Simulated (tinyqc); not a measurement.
Full law against its linear and parabolic limits: Deal-Grove kinetics of thermal oxidation of silicon. Computed by tinyqc, a small Python program. Command: `OMP_NUM_THREADS=1 python tinyqc.py 3004429 3004430 out.jsonl oxide walk`. One thread of a shared host (Intel(R) Xeon(R) Processor @ 2.30GHz), about 0.09 s of CPU time with the checks.

Oxidant diffuses through the oxide and reacts at the interface, so that dx/dt = B/(A + 2x) for the oxide thickness x.

Inputs (values chosen for the exercise, close to those used for silicon):

| quantity | value | unit |
|---|---|---|
| prefactor B0 | 798 | um^2/h |
| activation energy E_B | 1.24 | eV |
| prefactor (B/A)0 | 4.05e+06 | um/h |
| activation energy E_A | 2 | eV |
| temperature T | 1075 | C |
| oxidant pressure p | 0.1 | atm |
| pressure exponent m of B/A | 0.76 | - |
| initial oxide x_i | 0.05 | um |
| time t | 0.53 | h |

Ambient: dry oxygen. Surface: (100).

Constants: k_B = 8.617333262e-05 eV/K.

Method:
- B = B0 p exp(-E_B/(k_B T)), B/A = (B/A)0 p^m exp(-E_A/(k_B T)), p in atm; A = B/(B/A).
- Temperatures in kelvin are T(C) + 273.15.
- tau = (x_i^2 + A x_i)/B and x = (A/2) [sqrt(1 + 4 B (t + tau)/A^2) - 1], the root of x^2 + A x = B (t + tau).
- Silicon consumed is 0.44 times the oxide grown; the rate is B/(A + 2x).
- Linear limit x = (B/A)(t + tau); parabolic limit x = sqrt(B (t + tau)).

tau = 3.48200 h

length A = 0.0786411 um

parabolic constant B = 0.00184723 um^2/h

linear constant B/A = 0.0234894 um/h

Thickness (um):

| t (h) | full | linear limit | parabolic limit | 2x/A |
|---|---|---|---|---|
| 0.05 | 0.05052 | 0.08296 | 0.08077 | 1.2847 |
| 0.1 | 0.05103 | 0.08414 | 0.08134 | 1.2977 |
| 0.25 | 0.05255 | 0.08766 | 0.08303 | 1.3364 |
| 0.5 | 0.05503 | 0.09353 | 0.08577 | 1.3995 |
| 1 | 0.05980 | 0.10528 | 0.09099 | 1.5209 |
| 2 | 0.06872 | 0.12877 | 0.10063 | 1.7477 |
| 4 | 0.08464 | 0.17575 | 0.11756 | 2.1527 |
| 8 | 0.11153 | 0.26970 | 0.14564 | 2.8364 |
| 16 | 0.15442 | 0.45762 | 0.18970 | 3.9271 |
| 32 | 0.21970 | 0.83345 | 0.25601 | 5.5873 |

What follows from these numbers?

Both limits lie above the full result, since each drops one resistance. The linear law overshoots by 64 % in the first row and 280 % in the last, the parabolic law by 60 % and 17 %. The parabolic law is the better one in every row, as 2x/A stays above 1.24.
